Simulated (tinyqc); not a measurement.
Inside a calculation: metal-induced gap states at the contact of a metal chain and a two-band chain. Values are carried at full precision from step to step, so a last printed digit may differ when a step is redone from the rounded ones.

The semiconductor alternates sites A at -Eg/2 and C at +Eg/2 with hopping -t; the gap runs from -Eg/2 to Eg/2. In the gap cosh(q a) = 1 + (Eg^2/4 - E^2)/(2 t^2) and the amplitude changes by -exp(-q a) a period. The metal has site energy 0 and hopping -tm; its end site has g_m = (E - i sqrt(4 tm^2 - E^2))/(2 tm^2). Sites 1, 2, ... count into the semiconductor, with energies e1, e2 alternating. The clean half chain has g1 = 1/(E - e1 - t^2 g2), g2 = 1/(E - e2 - t^2 g1), decaying root. With the contact G11 = 1/(1/g1 - tc^2 g_m), and the density on site j is -Im G_jj/pi = |psi_j/psi_1|^2 (-Im G11/pi), per spin, with psi_2/psi_1 = -t g2, psi_3/psi_2 = -t g1.

Constants: e^2/(4 pi eps0) = 14.39964547 eV angstrom.

Inputs chosen for the exercise (gap and optical dielectric constant near those of SiO2; the chain itself is a model; the results hold for these values, not for the real material):
```
symbol  value  unit      meaning
Eg      9.42   eV        gap
t       2.52   eV        hopping in the semiconductor
a       3.1    angstrom  period (two sites); one chain for each area a^2
E       0.97   eV        energy from mid-gap
tm      3.49   eV        hopping in the metal
tc      2.05   eV        hopping across the contact
end     C                site that touches the metal
eps     2.2              dielectric constant
```

## Decay in the gap

Form cosh(q a), l = exp(-q a), q and the decay length 1/(2q) of the density.

cosh(q a) = 2.67259
l = 0.19414
q = 0.52877 1/angstrom
xi, the decay length of the density = 0.946 angstrom

## Green functions

The decaying root is g1 = (1 - l)/(E - e1), g2 = (1 - l)/(E - e2), l = exp(-q a). Form them, g_m and G11.

g1, g2 (1/eV): -0.21547  0.14188

g_m = 0.03982-0.28375i 1/eV
G11 = -0.19592-0.04859i 1/eV

## Density site by site

D1 = -Im G11/pi, D2 = (t g2)^2 D1, and each further period multiplies by l^2. The sum over all sites is (D1 + D2)/(1 - l^2). The Green functions stand in the order g1, g2.

density on sites 1 to 8 (1/eV): 0.01547  0.00198  0.00058  0.00007  0.00002  0.00000  0.00000  0.00000

Ds, the density per spin summed over the semiconductor = 0.01813 1/eV

The first period holds 96 % of the gap states at this energy.

## Pinning factor

Gap states per area N = 2 Ds/a^2 (two spins). Charge in them sits a distance xi from the metal, so S = 1/(1 + 4 pi e^2 N xi/eps), e^2 meaning e^2/(4 pi eps0); S is the change of the barrier per change of the metal work function.

N = 3.772e+13 1/(eV cm^2)
4 pi e^2 N xi/eps = 0.2934
S = 0.7732

Weak pinning, nearer the Schottky limit S = 1.

## Checks

- g1 from the closed form against decimation: both -0.215472.

Program tinyqc; command `OMP_NUM_THREADS=1 python tinyqc.py 1480297 1480298 out.jsonl`; about 0.01 s on one thread of a shared Intel(R) Xeon(R) Processor @ 2.30GHz.
